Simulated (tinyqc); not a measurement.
# Level and width from two currents at zero temperature

Inverse problem. In a resonant-tunnelling diode at zero temperature a sharp resonance at Er = E0 - alpha V between the emitter band edge and Ef carries J = K (pi/2) G Tp (Ef - Er), K = q^3 mw m0/(2 pi^2 hbar^3) (times 1e-4 for A/cm^2 per eV^2), with G its full width and Tp its peak transmission, G Tp taken as constant, and no back flow. Find G Tp and E0.

Values chosen for this exercise; masses and offsets of a made-up heterostructure:
- mw = 0.036 m0 (mass in the well, spacer and contacts)
- Ef = 0.087 eV (Fermi energy of both contacts above their band edges)
- alpha = 0.37 (share of the bias at the well)

Constants: q = 1.602176634e-19 C, hbar = 1.054571817e-34 J s, m0 = 9.1093837015e-31 kg. Results are converted to the units shown.

J at V = 0.086 and 0.26 V (kA/cm^2): [25.447476, 176.86231]

Answer. J is linear in V: the slope gives G Tp, and the onset V0, where the line meets zero, gives E0 = Ef + alpha V0.

G Tp = 2.570 meV
E0 = 0.1080 eV

Numbers from tinyqc (`OMP_NUM_THREADS=1 python tinyqc.py 2600036 2600037 out.jsonl`; about 0.07 s on one thread of a shared Intel Xeon 2.30GHz).
